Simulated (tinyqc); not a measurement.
Worked calculation: three-band tight binding of a dichalcogenide monolayer. Values are carried at full precision from step to step, so a last printed digit may differ when a step is redone from the rounded ones.

Basis dz2, dxy, dx2-y2 on a triangular lattice, nearest neighbours; alpha = kx a/2, beta = sqrt3 ky a/2. h0 = e1 + 2 t0 (cos 2alpha + 2 cos alpha cos beta); h1 = -2 sqrt3 t2 sin alpha sin beta + 2i t1 (sin 2alpha + sin alpha cos beta); h2 = 2 t2 (cos 2alpha - cos alpha cos beta) + 2i sqrt3 t1 cos alpha sin beta; h11 = e2 + 2 t11 cos 2alpha + (t11 + 3 t22) cos alpha cos beta; h22 = e2 + 2 t22 cos 2alpha + (3 t11 + t22) cos alpha cos beta; h12 = sqrt3 (t22 - t11) sin alpha sin beta + 4i t12 sin alpha (cos alpha - cos beta) + i lam sz. H = [[h0, h1, h2], [., h11, h12], [., ., h22]], Hermitian; the lowest band of each spin is filled. K = (4 pi/3a, 0), M = (pi/a, pi/(sqrt3 a)).

Inputs chosen for the exercise (near a published set for monolayer MoTe2; shifted at random, so the results belong to these values and not to a real crystal): a = 3.552 angstrom (lattice constant); e1 = 0.603 eV (level of dz2); e2 = 1.971 eV (level of dxy and dx2-y2); t0 = -0.17 eV (hopping); t1 = 0.233 eV (hopping); t2 = 0.381 eV (hopping); t11 = 0.204 eV (hopping); t12 = 0.24 eV (hopping); t22 = 0.254 eV (hopping); lam = 0.109 eV (spin-orbit constant); sz = 1 (spin); k = (0.71, 0.27) 1/angstrom (wave vector).

## H at one k

Form alpha, beta and the matrix.

alpha, beta (rad): 1.26096  0.83055

H (eV), lower triangle (Hermitian):
```
                    z2              xy   x2-y2
z2              0.7399
xy     -0.9280-0.5700i          1.8375
x2-y2  -0.7770-0.1817i  0.0609+0.2289i  1.7355
```

## Levels and weights

Diagonalise H.

levels (eV): -0.1938  1.7530  2.7538

weights:
```
       band 1  band 2  band 3
z2      0.673   0.030   0.297
xy      0.203   0.318   0.479
x2-y2   0.124   0.653   0.223
```

## Closed forms at K and Gamma

Three-band model of dz2 (level e1) and dxy, dx2-y2 (level e2), spin sz = +/-1; t1 and t2 drop out at these points. At K: e2 - (3/2)(t11 + t22) - 3 sqrt3 t12 + lam sz (valence), e1 - 3 t0 (conduction), e2 - (3/2)(t11 + t22) + 3 sqrt3 t12 - lam sz. At Gamma: e1 + 6 t0 (valence) and e2 + 3 (t11 + t22) -/+ lam.

Levels (eV):
```
point          band 1  band 2  band 3
K, spin up     0.1459  1.1130  2.4221
K, spin down  -0.0721  1.1130  2.6401
Gamma         -0.4170  3.2360  3.4540
```

smallest direct gap at K = 0.9671 eV
Ev(K) - Ev(Gamma) = 0.5629 eV

Of the two points, the valence band is higher at K, by 563 meV. The dz2 conduction state at K has no atomic orbital angular momentum (Lz = 0) and is not split at this order.

## Bands for both spins

The two lowest bands at the points named.

Levels (eV):
```
k           v, up   c, up  v, down  c, down
G         -0.4170  3.2360  -0.4170   3.2360
G-K 0.25  -0.3006  2.9469  -0.3077   2.9354
G-K 0.5   -0.1651  2.4394  -0.2174   2.3171
G-K 0.6   -0.1524  2.1767  -0.2331   2.0400
G-K 0.75  -0.0895  1.6598  -0.2198   1.5785
G-K 0.9    0.0784  1.2241  -0.1146   1.2015
K          0.1459  1.1130  -0.0721   1.1130
K-M 0.5   -0.1092  1.3880  -0.2346   1.3575
M         -0.2851  1.4107  -0.2851   1.4107
M-G 0.5   -0.1980  2.3621  -0.1980   2.3621
```

The spins are degenerate from M to Gamma, since a vertical mirror plane holds this line and flips sz, and the valence splitting is largest at K (218 meV). The lowest conduction level listed is at K. With nearest neighbours alone the model is made for the neighbourhood of K.

## Checks

- Closed forms at K against the matrix: they agree to 1e-10 or better.

tinyqc: `OMP_NUM_THREADS=1 python tinyqc.py 1482466 1482467 out.jsonl`; about 0.02 s, one thread, shared Intel(R) Xeon(R) Processor @ 2.30GHz.
